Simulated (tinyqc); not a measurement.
Hubbard chain of 4 sites, step by step. One step of it, computed by the program tinyqc.

Task: Mean-field iteration 2. H(up) = T + U n(down), H(down) = T + U n(up); fill the lowest levels; n(new) = n + mixing (n(out) - n); E = tr T (rho up + rho down) + U sum n_up n_down of the output.

one-body matrix (hopping and site energies) (eV), order 1, 2, 3, 4:
$$\begin{pmatrix}
0.000000 & -0.790000 & 0.000000 & 0.000000 \\
-0.790000 & 0.000000 & -0.790000 & 0.000000 \\
0.000000 & -0.790000 & 0.000000 & -0.790000 \\
0.000000 & 0.000000 & -0.790000 & 0.000000
\end{pmatrix}$$

U = 5.800000 eV

electrons, up and down: [2, 2]

mixing = 1

n(up) after iteration 1: 1 0.715339, 2 0.349377, 3 0.650623, 4 0.284661

n(down) after iteration 1: 1 0.284661, 2 0.650623, 3 0.349377, 4 0.715339

Give: levels, up; levels, down; energy; n(up) after iteration 2; n(down) after iteration 2.

Result:

levels, up (eV): [1.2285, 1.7162, 4.0838, 4.5715]

levels, down (eV): [1.2285, 1.7162, 4.0838, 4.5715]

energy = -0.0242 eV

n(up) after iteration 2: 1 0.9203, 2 0.1574, 3 0.8426, 4 0.0797

n(down) after iteration 2: 1 0.0797, 2 0.8426, 3 0.1574, 4 0.9203
